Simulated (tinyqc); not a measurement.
Worked calculation: conduction-band anticrossing with a localised impurity level. Values are carried at full precision from step to step, so a last printed digit may differ when a step is redone from the rounded ones.

Host conduction band EM(k) = Eg - al x + c k^2/mM, c = hbar^2/2m0, coupled to a flat level EI by V = C sqrt(x): H = [[EM, V], [V, EI]], E+/- = (EM + EI)/2 +/- sqrt((EM - EI)^2/4 + V^2). The host weight of a state at E is f = 1/(1 + V^2/(E - EI)^2), and its mass at k = 0 is mM/f. The gap is E-(0), the valence top staying at 0.

Constants: hbar^2/2m0 = 3.80998211 eV angstrom^2.

Inputs chosen for the exercise (host near InP; shifted at random, so the results belong to these values and not to a real crystal):
- Eg = 1.439 eV (gap at Gamma to the s-like level)
- mM = 0.0784 m0 (mass of the host band)
- EI = 1.744 eV (impurity level, from the valence top of the host)
- C = 2.88 eV (coupling)
- al = 1.81 eV (linear shift of the host edge)
- x = 0.0026 (impurity fraction)
- k = 0.013 1/angstrom (wave vector)

## The two levels at k = 0

Give EM, V, both levels, their host weights, the gap and the mass of the band at the gap.

EM(0) = 1.4343 eV
V = 0.1469 eV

E-, E+ (eV): [1.3757, 1.8026]

host weights: [0.8628, 0.1372]

gap = 1.3757 eV
mass of E- = 0.0909 m0

The gap is 63 meV below that of the host, 243 meV per 1 % of impurity. V/|EM - EI| = 0.47; second-order perturbation theory would shift the host level by V^2/(EM - EI) = -70 meV, the exact shift is -59 meV.

## The levels at one k

Fill in the matrix and give levels and weights.

H (eV), rows host, impurity and columns alike:
$$\begin{pmatrix}
1.4425 & 0.1469 \\
0.1469 & 1.7440
\end{pmatrix}$$

E-, E+ (eV): [1.3828, 1.8037]

host weights: [0.8581, 0.1419]

## Dispersion

Seven points from k = 0 to 0.12 1/angstrom.

Levels (eV):
```
k (1/angstrom)      EM      E-      E+  host weight of E-
0.000           1.4343  1.3757  1.8026              0.863
0.020           1.4537  1.3924  1.8053              0.851
0.040           1.5120  1.4409  1.8151              0.810
0.060           1.6092  1.5150  1.8382              0.709
0.080           1.7453  1.5978  1.8915              0.498
0.100           1.9203  1.6609  2.0034              0.243
0.120           2.1341  1.6949  2.1832              0.101
```

E- flattens towards EI = 1.744 eV, which it cannot cross: its width is bounded by 0.368 eV, of which 87 % is used up at the last point. The unmixed host band crosses EI at k = 0.0798 1/angstrom, where the splitting is smallest, 2V = 0.294 eV.

## Checks

- Closed form against diagonalisation: they agree to 1e-10 or better.
- Mass mM/f against the curvature of the band: both 0.09087.

tinyqc: `OMP_NUM_THREADS=1 python tinyqc.py 1051420 1051421 out.jsonl`; about 0.01 s, one thread, shared Intel(R) Xeon(R) Processor @ 2.30GHz.
